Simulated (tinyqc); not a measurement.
What moves the results: phonon-assisted absorption at an indirect gap. A value that a table varies takes the place of the one given here.

alpha(E) = sum_j A_j [N_j (E - Eg + w_j)^2 + (N_j + 1)(E - Eg - w_j)^2], each bracket counted only where its base is positive; N_j = 1/(exp(w_j/kB T) - 1). The first term absorbs a phonon and the second emits one; excitons and direct transitions are left out.

Photodiode (Gaertner form with a dead layer): QE = (1 - R) exp(-alpha xj) [1 - exp(-alpha W)/(1 + alpha L)], R = ((nr - 1)/(nr + 1))^2; responsivity = QE/E in A/W for E in eV.

Constants: kB = 8.617333262e-05 eV/K.

Values chosen for the exercise (loosely those of SiGe at room temperature; Eg is not tied to T; shifted at random, so the results belong to these values and not to a real crystal): Eg = 0.964 eV (indirect gap, held fixed unless listed); w = (49.1, 14.3) meV (two zone-edge phonons); A = (3900, 450) 1/(cm eV^2) (their strengths); T = 400 K; nr = 3.73 (refractive index); xj = 0.074 micrometre (dead layer at the surface); W = 1.6 micrometre (depleted width); L = 140 micrometre (minority diffusion length below it); E = 1.204 eV (photon energy).

## The square root of alpha at three temperatures

The gap is held fixed, so only the phonon occupations change.

sqrt(alpha) (1/cm^(1/2)):
```
E - Eg (eV)     4 K   150 K   600 K
-0.04         0.000   0.086   0.451
-0.02         0.000   0.275   1.444
0.00          0.000   0.511   2.494
0.02          0.121   0.843   3.671
0.04          0.545   1.345   4.993
0.07          1.761   2.584   7.314
0.10          3.662   4.491  10.165
0.15          6.928   7.909  15.321
0.20         10.214  11.393  20.655
0.30         16.800  18.409  31.494
0.45         26.688  28.966  47.889
0.60         36.578  39.535  64.337
```

What can be read from the table?

Below the gap only phonon absorption acts: at E - Eg = -0.02 eV sqrt(alpha) is 0.000, 0.275 and 1.444 at 4, 150 and 600 K. A straight line through the last two rows meets the axis at E - Eg = +0.0453, +0.0389 and +0.0133 eV: the intercept is roughly a weighted mean of the thresholds, not the gap, and it moves from the emission side towards Eg as the occupations grow. At the last row alpha grows by a factor 3.09 from the lowest to the highest temperature at fixed gap.

## Spectral response

Response:
```
E (eV)  wavelength (nm)  alpha (1/cm)  1/alpha (micrometre)  dead layer  collected     QE    A/W
0.98               1265          6.05              1.65e+03       1.000      0.079  0.053  0.054
1.02               1216          20.5                   487       1.000      0.226  0.151  0.148
1.08               1148          85.2                   117       0.999      0.550  0.367  0.340
1.16               1069           268                  37.4       0.998      0.798  0.531  0.458
1.26                984           650                  15.4       0.995      0.911  0.604  0.480
1.41                879      1.54e+03                  6.47       0.989      0.965  0.637  0.451
1.61                770      3.34e+03                  3.00       0.976      0.988  0.643  0.399
1.86                667      6.54e+03                  1.53       0.953      0.996  0.633  0.340
2.16                574      1.18e+04                 0.847       0.916      0.999  0.611  0.283
2.56                484      2.12e+04                 0.471       0.855      1.000  0.570  0.223
```

What can be read from the table?

QE is highest, 0.643, at 1.61 eV of those listed and the responsivity at 1.26 eV; reflection alone caps QE at 0.667. Near the gap weak absorption limits it (collected share 0.079); at the top the dead layer passes 0.855. Far above the gap the quadratic law and a constant index are only rough; in the real crystal direct transitions take over near 2 eV, so the rows above that understate alpha.

## What moves the response

At the energy E. Each row changes one parameter from the base and keeps the others.

Results:
```
case                   alpha (1/cm)      QE
base                          414.6  0.5734
Eg = 0.944 eV                 492.4  0.5866
T = 450 K                     465.5  0.5825
W = 3.2 micrometre            414.6  0.5793
L = 70 micrometre             414.6  0.5054
xj = 0.148 micrometre         414.6  0.5716
nr = 3.92                     414.6  0.5570
```

What can be read from the table?

The largest shifts from the base row, up to three for each result and ties (the steps differ in size, so this ranks the rows, not the parameters). alpha (1/cm): Eg +77.8, T +50.9; unchanged at the printed digits by W, L, xj and nr. QE: L -0.0680, nr -0.0164, Eg +0.0133.

tinyqc: `OMP_NUM_THREADS=1 python tinyqc.py 1681104 1681105 out.jsonl`; about 0.01 s, one thread, shared Intel(R) Xeon(R) Processor @ 2.30GHz.
